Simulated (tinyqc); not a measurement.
What each parameter does: two-band k.p model of the X valleys of a zinc-blende crystal.

k along the valley axis, counted from X, c = hbar^2/2m0, e = c k^2/ml. H = [[e - D/2, i P k], [-i P k, e + D/2]] with P^2 = D0 c/ml, so E = e -/+ sqrt(D^2/4 + D0 e). For D = 0 (diamond lattice) the bands cross at X.

With x = D/D0: for x < 1 the minima lie at k_m = sqrt(ml D0 (1 - x^2)/(4 c)), the hump at X has the height dE = (D0/4)(1 - x)^2 and the mass at the minimum is ml/(1 - x^2); the mass at X is ml/(1 - 1/x), negative for x < 1. For x > 1 the minimum is at X.

Thermal masses along the axis for one X point, lower band, E from the minimum, on 1601 points from -0.8 to 0.8 1/angstrom: density-of-states mass m_d = c I^2/(pi kT), I = integral of exp(-E/kT) dk; conductivity mass m_c = 2 c kT/<(dE/dk)^2> with central differences.

Constants: hbar^2/2m0 = 3.80998211 eV angstrom^2; kB = 8.617333262e-05 eV/K.

Inputs chosen for the exercise (of the order of those of cubic SiC; shifted at random, so the results belong to these values and not to a real crystal): D = 3.149 eV (splitting of the two conduction levels at X); D0 = 1.196 eV (coupling energy); ml = 0.425 m0 (mass along the axis from remote bands); T = 300 K (temperature).

Shape of the lower band and thermal masses.

One parameter was then changed.

Results before and after:
```
case     k_m (1/angstrom)  dE (meV)  m_d (m0)  m_c (m0)
base               0.0000     0.000     0.682     0.679
changed            0.0000     0.000     0.662     0.659
```

Which of these changes was made? (a) T = 291 K; (b) D = 3.2435 eV; (c) D0 = 1.1601 eV; (d) ml = 0.4123 m0.
Answer: (d) ml = 0.4123 m0. Of the candidates, run in turn, only this one gives the changed row.

All candidates:
```
case            k_m (1/angstrom)  dE (meV)  m_d (m0)  m_c (m0)
base                      0.0000     0.000     0.682     0.679
D = 3.2435 eV             0.0000     0.000     0.671     0.668
D0 = 1.1601 eV            0.0000     0.000     0.670     0.668
ml = 0.4123 m0            0.0000     0.000     0.662     0.659
T = 291 K                 0.0000     0.000     0.682     0.679
```

Program tinyqc; command `OMP_NUM_THREADS=1 python tinyqc.py 1850011 1850012 out.jsonl`; about 0.01 s on one thread of a shared Intel(R) Xeon(R) Processor @ 2.30GHz.
